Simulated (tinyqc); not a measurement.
# Band bending at a free surface with a continuum of surface states, surface photovoltage and Kelvin probe, step by step

tinyqc, about 0.01 s, one thread, Intel Xeon 2.30GHz (shared host): `OMP_NUM_THREADS=1 python tinyqc.py 2430057 2430058 out.jsonl` Printed values are rounded.

n-type bulk, xi = Ec - EF = Vt ln(Nc/Nd), p0 = ni^2/Nd, ni = sqrt(Nc Nv) exp(-Eg/(2 Vt)), Eg in volts. b is the upward band bending, u = b/Vt. Space charge per area, in units of q: Qc = sign(b) sqrt((2 eps0 eps_r Vt/q) [(Nd + dn)(exp(-u) - 1) + Nd u + (p0 + dn)(exp(u) - 1)]), with dn the excess density under light (flat quasi-Fermi levels; 0 in the dark). The states hold -Ds (E0 - xi - b): negative while the Fermi level lies above the neutrality level. Neutrality: Qc + Qf + (charge of the states) = 0.

Parameters, values chosen for the exercise; band and dielectric values close to those of silicon: temperature T = 300 K; band gap Eg = 1.11 eV; relative permittivity eps_r = 11.8; conduction-band density of states at T Nc = 2.83e19 cm^-3; valence-band density of states at T Nv = 2.6e19 cm^-3; electron affinity chi = 4.05 eV; donor density Nd = 4.2e16 cm^-3; fixed positive charge at the surface Qf = 0 cm^-2; work function of the probe tip pt = 4.92 eV; density of surface states Ds = 3.9e12 cm^-2 eV^-1; depth of their neutrality level below the conduction edge E0 = 0.36 eV; excess carrier density under light dn = 1.5e13 cm^-3.

Constants: q = 1.602176634e-19 C, kB = 1.380649e-23 J/K, Vt = kB T/q, eps0 = 8.8541878128e-14 F/cm where lengths are in cm. Results are converted to the units shown.

## Bulk quantities

xi, ni, p0, the Debye length sqrt(eps0 eps_r Vt/(q Nd)) and the flat-band work function chi + xi.

xi = 0.168373 eV
ni = 1.28763e10 cm^-3
p0 = 3947.58 cm^-3
Debye length = 20.0347 nm
chi + xi = 4.21837 eV

## Iteration 1: band bending in the dark

b at the start = 0.15 V

Newton step: b(new) = b - (Qc + Qf - Ds (E0 - xi - b))/(dQc/db + Ds), dQc/db = (eps0 eps_r/q) [Nd (1 - exp(-u)) + p0 exp(u)]/Qc.

b after iteration 1 = 0.130085 V

## Iteration 2: band bending in the dark

As before.

b after iteration 2 = 0.130259 V

## Course of the iteration

Stop when b changes by less than 1e-10 V, or after 40 iterations.

Course of the iteration:
```
iteration	b (V)	change (V)
1	0.130085	0.0199
2	0.130259	1.73e-4
3	0.130259	1.52e-8
4	0.130259	< 1e-14
```

Converged in 4 iterations.

## Work function and Kelvin-probe reading

converged b = 0.130259 V

Work function chi + xi + b; contact potential difference CPD = (work function of the sample) - pt. Depth of EF below Ec at the surface: xi + b. Depletion width Qc/Nd.

xi + b = 0.298631 eV
Qc = 2.39338e11 cm^-2
Qc/Nd = 56.9853 nm
work function = 4.34863 eV
CPD = -571.369 mV

The Fermi level lies 61.4 meV above the neutrality level.

## Surface photovoltage

Under chopped light the surface charge keeps its dark value, so b falls to bL with Qc(bL, dn) = Qc(b, 0); the photovoltage is b - bL. Qc rises with b, so bL follows by bisection.

bL = 0.128916 V
photovoltage = 1.34269 mV
share of b removed = 1.03079 %
excess holes at the surface, dn exp(bL/Vt) = 2.19676e15 cm^-3
